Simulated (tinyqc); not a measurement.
Capacitance measurement on a leaky thin oxide: effects of series resistance and leakage: one step of the calculation.

The device is a capacitance C in parallel with a leakage conductance G, in series with Rs and Ls. An impedance meter reports either a parallel pair (Cp, Gp) from Y = 1/Z = Gp + i w Cp or a series pair (Cs, Rm) from Z = Rm + 1/(i w Cs); w = 2 pi f, dissipation D = Gp/(w |Cp|).

Problem. True capacitance and conductance. EOT = 3.9 tox/eox; CET = EOT + zc + zp; C = 3.9 eps0 A/CET; G = Jg A/Vs.

Values chosen for this exercise; values of the order met in thin-oxide MOS capacitors:
- eox = 24.4 (relative permittivity of the gate insulator (close to zirconium oxide))
- tox = 3 nm (insulator thickness)
- A = 10000 um^2 (gate area)
- zc = 0.6 nm (oxide-equivalent thickness added by the accumulation layer)
- zp = 0 nm (oxide-equivalent thickness added by gate depletion)
- Jg = 0.007 A/cm^2 (gate leakage current density, not matched to the thickness)
- Vs = 0.38 V (voltage for an e-fold rise of the leakage)

Constants: eps0 = 8.8541878128e-14 F/cm where lengths are in cm. Results are converted to the units shown.

Find: EOT; CET; C; G.

Solution.

EOT = 0.47951 nm
CET = 1.0795 nm
C = 319.88 pF
G = 1.8421 uS

Computed by the program tinyqc: `OMP_NUM_THREADS=1 python tinyqc.py 2022022 2022023 out.jsonl`, one thread of a shared Intel Xeon 2.30GHz, about 0.01 s for the whole run.
